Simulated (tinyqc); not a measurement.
# Modulation-doped quantum well, Poisson-Schroedinger loop with local exchange and correlation: what changes with what

A well of width L centred at z = 0 between barriers Vb; effective-mass electrons, parabolic bands. The electrons come from donor sheets outside the mesh, a share fL of Ns on the left and the rest on the right, so the structure is neutral. Energies are counted from the band edge of the well, with U = 0 on the first node in the Hartree part.

Inputs (values chosen for the exercise); material values those of a made-up well: temperature T = 77 K; mass along z in the well mw = 0.0327 m0; mass along z in the barriers mb = 0.108 m0; in-plane mass md = 0.0284 m0; barrier height Vb = 1.21 eV; relative permittivity (all layers) eps_r = 18.4; well width L = 9.6 nm; sheet density of electrons Ns = 2.3e12 cm^-2; share of the donors on the left side fL = 0; applied field along z Fz = 0 kV/cm.

Constants: q = 1.602176634e-19 C, kB = 1.380649e-23 J/K, hbar = 1.054571817e-34 J s, m0 = 9.1093837015e-31 kg, Vt = kB T/q, eps0 = 8.8541878128e-14 F/cm where lengths are in cm, hbar^2/(2 m0) = 0.0380998212 eV nm^2. Results are converted to the units shown.

Each table varies one quantity; the others keep the values above.

## Effect of the well width

Schroedinger equation -C d/dz (1/m) dpsi/dz + (V0 + U) psi = E psi, C = hbar^2/(2 m0), on a fine mesh (400 intervals across the well) with hard walls 4.2 nm outside the well edges (to within half a fine step); the lowest 2 levels are kept. V0 = 0 in the well and Vb outside, plus q Fz z (1 kV/cm = 1e-4 eV/nm). N_k = D Vt ln(1 + exp((EF - E_k)/Vt)), D = md m0 q/(pi hbar^2), sum N_k = Ns; n = sum N_k |psi_k|^2. dU/dz = q (fL Ns - integral of n from the left)/(eps0 eps_r). Added to it: V_xc = -(2 Ry/(pi al rs)) [1 + 0.7734 (rs/21) ln(1 + 21/rs)] (Hedin-Lundqvist), al = (4/(9 pi))^(1/3), rs = (3/(4 pi n))^(1/3)/aB, aB = 4 pi eps0 eps_r hbar^2/(md m0 q^2), Ry = q/(8 pi eps0 eps_r aB) in eV. The loop is converged to 1e-9 eV; shares under 0.001 % are printed as 0.

Effect of the well width:
columns A: L (nm); B: E2 - E1 (meV); C: EF - E1 (meV); D: share of E2 (%); E: centroid (nm); F: charge in the barriers (%); G: range of U in the well (meV)
```
A       B    C      D       E      F     G
3.8   802  194      0  0.0355   8.10  42.6
4.8   599  194      0  0.0661   5.51  53.4
6.1   425  194      0   0.131   3.62  66.9
7.7   298  194      0   0.262   2.37  82.4
9.6   210  193  0.267   0.506   1.61  98.9
12    147  171   12.1   0.840   1.38   119
15    106  150   22.7    1.36   1.13   141
19   81.4  138   29.0    2.33  0.908   165
```

What does the comparison show?

As L goes from 3.8 to 19, E2 - E1 falls from 802 to 81.4 meV, EF - E1 falls from 194 to 138 meV and the share of E2 rises from 0 to 29.0 %. EF lies above E2 for L = 12, 15, 19. The spacing goes as L^(-1.42) over the table; an empty well with infinite walls would give -2. For L = 3.8, 4.8, 6.1, 7.7, 9.6, 12 E2 or EF lies over 150 meV above E1, where non-parabolicity matters for so light a mass.

## Effect of the applied field along z

Same model as above.

Results:
columns A: Fz (kV/cm); B: E2 - E1 (meV); C: EF - E1 (meV); D: share of E2 (%); E: centroid (nm); F: charge in the barriers (%); G: range of U in the well (meV)
```
A      B    C      D      E     F     G
-60  215  194  0.137  0.763  1.72  94.0
-45  213  194  0.166  0.700  1.69  95.2
-30  212  193  0.198  0.636  1.66  96.4
-15  211  193  0.232  0.572  1.63  97.7
0    210  193  0.267  0.506  1.61  98.9
30   208  193  0.333  0.374  1.57   101
45   208  193  0.363  0.307  1.56   103
60   207  193  0.388  0.240  1.55   104
```

Estimate the missing row, Fz = 15 kV/cm.

Computed row:
columns A: Fz (kV/cm); B: E2 - E1 (meV); C: EF - E1 (meV); D: share of E2 (%); E: centroid (nm); F: charge in the barriers (%); G: range of U in the well (meV)
```
A     B    C      D      E     F    G
15  209  193  0.301  0.440  1.59  100
```

With this row back in the table: As Fz goes from -60 to 60, E2 - E1 falls from 215 to 207 meV, EF - E1 stays near 193 meV and the share of E2 rises from 0.137 to 0.388 %. EF stays below E2 throughout. The centroid falls from 0.763 to 0.240 nm. In every row E2 or EF lies over 150 meV above E1, where non-parabolicity matters for so light a mass.

tinyqc, about 0.1 s, one thread, Intel Xeon 2.30GHz (shared host): `OMP_NUM_THREADS=1 python tinyqc.py 2140064 2140065 out.jsonl`
